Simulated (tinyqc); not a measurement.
The same stress in different states: Raman shift of the zone-centre optical phonon of a diamond-structure crystal under stress. Computed by tinyqc, a small Python program. Command: `OMP_NUM_THREADS=1 python tinyqc.py 3001512 3001513 out.jsonl ramanstress walk`. One thread of a shared host (Intel(R) Xeon(R) Processor @ 2.30GHz), about 0.01 s of CPU time with the checks.

Axes x, y, z are the cube axes. Strain shifts the threefold optical mode and can split it; p, q and r are the phonon deformation potentials.

Inputs (values chosen for the exercise, modelled on germanium): unstrained frequency omega_0 = 300.6 1/cm; p/omega_0^2 = -1.51; q/omega_0^2 = -1.89; r/omega_0^2 = -1.14; C11 = 129.2 GPa; C12 = 48.64 GPa; C44 = 66.92 GPa; stress sigma (tension positive) = 0.73 GPa.

Stress state: biaxial. Axis: [111].

Method:
- S11 = (C11 + C12)/D, S12 = -C12/D, D = (C11 - C12)(C11 + 2 C12), S44 = 1/C44.
- eps_xx = S11 sigma_xx + S12 (sigma_yy + sigma_zz), and cyclic; eps_xy = S44 sigma_xy/2 (tensor strain).
- Secular matrix: M_xx = p eps_xx + q (eps_yy + eps_zz), M_xy = 2 r eps_xy; its eigenvalues are omega^2 - omega_0^2, and the shifts are these over 2 omega_0.
- Uniaxial: sigma n n^T; biaxial: sigma (1 - n n^T); hydrostatic: sigma 1. The line seen from (001) is taken as unresolved, at the intensity-weighted shift M_zz/(2 omega_0).

S44 = 14.9432 1/TPa

S11 = 9.74721 1/TPa

S12 = -2.66590 1/TPa

Shifts (1/cm):
```
state                   lowest   middle  highest  line seen from (001)
uniaxial [100]         -1.0268  -1.0268  -0.5092               -1.0268
uniaxial [110]         -1.7025  -1.0268   0.1666               -1.0268
uniaxial [001]         -1.0268  -1.0268  -0.5092               -0.5092
uniaxial [111]         -2.1003  -0.2312  -0.2312               -0.8543
biaxial, normal [001]  -2.0535  -1.5360  -1.5360               -2.0535
biaxial, normal [111]  -2.3315  -2.3315  -0.4624               -1.7085
hydrostatic            -2.5628  -2.5628  -2.5628               -2.5628
```

What follows from these numbers?

Seen from (001), uniaxial stress along [100] and along [110] give the same shift (-1.027), and equal biaxial stress in the plane gives twice as much (-2.054), since only sigma_xx + sigma_yy and sigma_zz enter M_zz. Stress along [001] gives -0.509. One measured shift therefore fixes the stress only once its state is assumed: read as uniaxial in the plane, a shift implies twice the stress that it does read as biaxial.

Extremes, crossings and ranges named in words are read from the listed rows.
